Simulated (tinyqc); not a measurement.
Inside a calculation. Method: plane-wave Kohn-Sham cycle with exchange-only LDA in a layered model solid. One step of it, computed by the program tinyqc.

Task: Iteration 1: Hamiltonian at one k. H(m,m') = (k + G_m)^2/2 delta + V(G_m - G_m'), with V(-G) = V(G).

A solid whose potential varies along x alone (atomic units):
```
parameter                      value
period a                   14.200000
cross-section of the cell  22.000000
electrons per cell                 2
grid points                       16
plane waves -n..n, n               2
k points                           1
V1 in V1 cos(2 pi x/a)     -0.700000
```

V(G_m), m = 0, 1, 2, ... (hartree): [-0.182851, -0.350000, 0.000000, 0.000000, 0.000000]

k = 0.000000 2 pi / a

Give: H.

Result:

H (hartree), order -2, -1, +0, +1, +2:
```
[[0.2087, -0.3500, 0.0000, 0.0000, 0.0000],
 [-0.3500, -0.0850, -0.3500, 0.0000, 0.0000],
 [0.0000, -0.3500, -0.1829, -0.3500, 0.0000],
 [0.0000, 0.0000, -0.3500, -0.0850, -0.3500],
 [0.0000, 0.0000, 0.0000, -0.3500, 0.2087]]
```
